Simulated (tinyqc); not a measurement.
## Trap density from the capacitance step

Question. A junction with shallow donors Nd and a deep trap has C_HF = eps0 eps_r/W and C_LF = eps0 eps_r (Nd + Nt)/(Nd W + Nt xt), xt = W - lam. Find W, xt and Nt.

Values chosen for this exercise: relative permittivity eps_r = 11.5; shallow donor density Nd = 8.6e14 cm^-3.

Constants: eps0 = 8.8541878128e-14 F/cm where lengths are in cm. Results are converted to the units shown.

C_HF = 5.6003586 nF/cm^2
C_LF = 5.6482813 nF/cm^2
lam = 405.61503 nm

Answer. C_HF gives W. With y = C_LF/C_HF, Nt/Nd = (y - 1)/(1 - y xt/W).

W = 1818 nm
xt = 1413 nm
Nt = 3.400e13 cm^-3

tinyqc, about 0.01 s, one thread, Intel Xeon 2.30GHz (shared host): `OMP_NUM_THREADS=1 python tinyqc.py 2050031 2050032 out.jsonl`
